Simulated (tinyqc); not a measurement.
Inside a calculation: sp3s* tight binding. Values are carried at full precision from step to step, so a last printed digit may differ when a step is redone from the rounded ones.

sp3s* tight binding, nearest neighbours only: anion (a) at 0, cation (c) at a/4 (1,1,1), orbitals s, px, py, pz, s* on each; k in units of 2 pi/a. With phases e_j = exp(i (pi/2) k.n_j) for n = (1,1,1), (1,-1,-1), (-1,1,-1), (-1,-1,1): g0 = (e1+e2+e3+e4)/4, g1 = (e1+e2-e3-e4)/4, g2 = (e1-e2+e3-e4)/4, g3 = (e1-e2-e3+e4)/4. The diagonal holds the levels Esa, Epa, Exa (s*) and Esc, Epc, Exc. Anion-cation block: <sa|sc> = Vss g0; <sa|xc> = Vsapc g1; <xa|sc> = -Vscpa g1; <xa|xc> = Vxx g0; <xa|yc> = <ya|xc> = Vxy g3, <xa|zc> = <za|xc> = Vxy g2, <ya|zc> = <za|yc> = Vxy g1; <s*a|xc> = Vxapc g1; <xa|s*c> = -Vpaxc g1; y and z take g2 and g3 in place of g1; s-s* and s*-s* vanish.

Constants: hbar^2/2m0 = 3.80998211 eV angstrom^2.

Parameters, chosen for this exercise (near a published set for Si, fitted to gaps, whose masses and valley positions are rough; not measured data):
```
symbol  value            unit      meaning
k       (0.12, 0.12, 0)  2 pi/a    wave vector
Esa     -4.201           eV        s level of the anion
Epa     1.716            eV        p level of the anion
Esc     -4.201           eV        s level of the cation
Epc     1.716            eV        p level of the cation
Exa     6.698            eV        s* level of the anion
Exc     6.698            eV        s* level of the cation
Vss     -8.302           eV        s-s
Vxx     1.715            eV        px-px
Vxy     4.582            eV        px-py
Vsapc   5.728            eV        s anion, p cation
Vscpa   5.728            eV        s cation, p anion
Vxapc   5.374            eV        s* anion, p cation
Vpaxc   5.374            eV        p anion, s* cation
a       5.434            angstrom  lattice constant
```

## Phase sums

Form g0 to g3 at this k.

g0, g1, g2, g3: 0.96489  0.18406i  0.18406i  -0.03511

## The Hamiltonian without spin-orbit coupling

Fill in the 10 x 10 matrix.

H(k) (eV):
```
           sa        xa        ya        za       s*a        sc       xc       yc       zc       s*c
sa    -4.2010         0         0         0         0   -8.0105  1.0543i  1.0543i  -0.2011         0
xa          0    1.7160         0         0         0  -1.0543i   1.6548  -0.1609  0.8434i  -0.9892i
ya          0         0    1.7160         0         0  -1.0543i  -0.1609   1.6548  0.8434i  -0.9892i
za          0         0         0    1.7160         0    0.2011  0.8434i  0.8434i   1.6548    0.1887
s*a         0         0         0         0    6.6980         0  0.9892i  0.9892i  -0.1887         0
sc    -8.0105   1.0543i   1.0543i    0.2011         0   -4.2010        0        0        0         0
xc   -1.0543i    1.6548   -0.1609  -0.8434i  -0.9892i         0   1.7160        0        0         0
yc   -1.0543i   -0.1609    1.6548  -0.8434i  -0.9892i         0        0   1.7160        0         0
zc    -0.2011  -0.8434i  -0.8434i    1.6548   -0.1887         0        0        0   1.7160         0
s*c         0   0.9892i   0.9892i    0.1887         0         0        0        0        0    6.6980
```

## Levels at this k

Diagonalise H, which belongs to k = (0.12, 0.12, 0) (2 pi/a). Four bands are filled (two electrons each); give the make-up of band 5, the lowest empty one.

levels (eV): -12.3559  -0.8992  -0.3429  -0.0997  3.2041  3.5317  3.6583  4.3216  7.0197  7.2523

weights of band 5: s 0.008, p 0.858, s* 0.134

weight of band 5 on atom a = 0.500

The vertical gap at this k is 3.3038 eV; band 5 is mostly p-like.

## Levels at Gamma

At k = 0 only g0 = 1 is left and H falls into 2 x 2 blocks [[E_a, V], [V, E_c]] with roots (E_a + E_c)/2 -/+ sqrt(((E_a - E_c)/2)^2 + V^2); the s* levels stay uncoupled. The direct gap runs from the highest lower root of the p blocks to the lowest upper root.

Blocks at Gamma (eV):
```
block            E_a      E_c        V  lower root  upper root
s (Gamma1)   -4.2010  -4.2010  -8.3020    -12.5030      4.1010
p (Gamma15)   1.7160   1.7160   1.7150      0.0010      3.4310
```

direct gap at Gamma = 3.4300 eV

The lowest empty level at Gamma is p-like.

## Bands near the gap

Diagonalise at L = (1/2,1/2,1/2), X = (1,0,0), W = (1,1/2,0), K = (3/4,3/4,0) and at the fractions named between them; energies from the top of the valence band at Gamma; 4 bands are filled.

Levels (eV):
```
k        level 2  level 3  level 4  level 5  level 6
L         -7.082   -1.433   -1.433    2.496    2.519
L-G 0.5   -3.910   -0.820   -0.820    2.390    3.996
G          0.000    0.000    0.000    3.430    3.430
G-X 0.2   -0.951   -0.445   -0.445    2.841    3.875
G-X 0.4   -2.837   -1.315   -1.315    1.905    4.035
G-X 0.6   -4.831   -2.127   -2.127    1.294    3.306
G-X 0.7   -5.776   -2.441   -2.441    1.182    2.862
G-X 0.8   -6.668   -2.675   -2.675    1.208    2.414
G-X 0.9   -7.500   -2.819   -2.819    1.364    1.993
X         -8.273   -2.867   -2.867    1.634    1.634
W         -8.273   -2.867   -2.867    1.634    1.634
K         -7.796   -3.080   -2.447    1.618    1.785
K-G 0.5   -4.577   -1.996   -0.885    2.248    3.352
```

On these points the lowest empty level is lowest at G-X 0.7, 1.182 eV above the top.

## Valleys and masses

The lowest conduction level at Gamma, at its minimum on (x,0,0) for x from 0.5 to 1, and at the point L (L, and X where the search ends there, need not be minima in this model; a zero or negative inverse mass shows it). Inverse masses m0/m = (E(+h) + E(-h) - 2 E)/(2 c q^2) with c = hbar^2/2m0, q = h 2 pi/a, h = 0.002; longitudinal along the valley axis ([100] at Gamma and Delta, [111] at L), transverse along [010] or [1-10]. A dash: the next level lies within 0.15 eV, so a single mass has no use there.

Valleys:
```
valley  x (2 pi/a)  E - Ev (eV)  m0/m_l  m0/m_t
Gamma       0.0000       3.4300       -       -
Delta       0.7311       1.1754    1.35    0.62
L           0.5000       2.4960       -       -
```

Of these three the lowest is the Delta line, which makes the gap indirect, 1.1754 eV. At Delta m0/m_t is 0.62. This nearest-neighbour model is fitted to gaps: it places the Delta minimum and the masses at Delta and L only roughly (transverse masses can be several times too heavy), and since its bands are flat from X to W the transverse mass grows too heavy towards X; d orbitals or second neighbours cure this.

## Checks

- Direct gap at Gamma from the blocks against the full matrix: both 3.43000.

Computed by tinyqc, a small Python program: `OMP_NUM_THREADS=1 python tinyqc.py 1481589 1481590 out.jsonl` (the numbers bound the seed that draws the inputs); one thread of a shared host (Intel(R) Xeon(R) Processor @ 2.30GHz), about 0.07 s for the whole set of steps.
